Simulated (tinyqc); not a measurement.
The internal displacement: deformation potentials from a strained empirical pseudopotential.

Diamond lattice, no spin-orbit coupling. Atomic form factor V(q) = a1 (q^2 - a2)/(a3 exp(a4 q^2) - 1) in rydberg with q in 1/bohr, for the unstrained cell. Under a strain e the reciprocal vectors and k go over into (1 + e)^(-1) G, the atoms sit at +/- tau with tau = (1 + e) a (1,1,1)/8 - zeta a (eyz, ezx, exy)/4, and H(G,G') = c |k + G|^2 delta + (V(q)/det(1 + e)) cos(q.tau), q = G - G', with the term q = 0 left out; c = hbar^2/2m0. The basis is fixed before straining: all G with |k + G|^2 up to 16 (2 pi/a)^2. k is given in units of 2 pi/a of the unstrained cell.

Constants: hbar^2/2m0 = 3.80998211 eV angstrom^2; Ry = 13.60569312 eV; a0 (Bohr radius) = 0.5291772105 angstrom.

Values chosen for the exercise (out of a larger set: near those of Si; not measured data): a = 5.424 angstrom (lattice constant); A = (0.537, 2.196, 2.066, 0.491) (a1 (Ry bohr^2), a2 (1/bohr^2), a3, a4 (bohr^2)); h = 0.005 (size of the test strain).

Xu of L (level 5, the lowest empty one) and d from exy = eyz = ezx = h for several zeta: Xu = [E(L [111]) - E(L [1-1-1])]/((8/3) h), d = (single valence level - pair)/(3 sqrt(3) h). zeta = 0 strains the bonds with the lattice; zeta = 1 keeps all four bond lengths equal to first order.

Results:
```
zeta  Xu (L) (eV)  d (eV)
0.00        11.22    0.43
0.25        11.59   -1.84
0.50        11.98   -4.12
0.60        12.14   -5.03
0.75        12.38   -6.39
1.00        12.81   -8.66
```

From zeta = 0 to 1, d goes from 0.43 to -8.66 eV and Xu (L) from 11.22 to 12.81 eV, both nearly linearly: the displacement is an optical-phonon mode, and d = d(0) - zeta d0/4 gives its deformation potential d0 = 36 eV. Leaving the relaxation out (zeta = 0 for 0.5) moves d by +4.55 eV, which reverses its sign, and Xu (L) by -0.76 eV. Tetragonal strain has no such freedom.

Program tinyqc; command `OMP_NUM_THREADS=1 python tinyqc.py 1881067 1881068 out.jsonl`; about 0.2 s on one thread of a shared Intel(R) Xeon(R) Processor @ 2.30GHz.
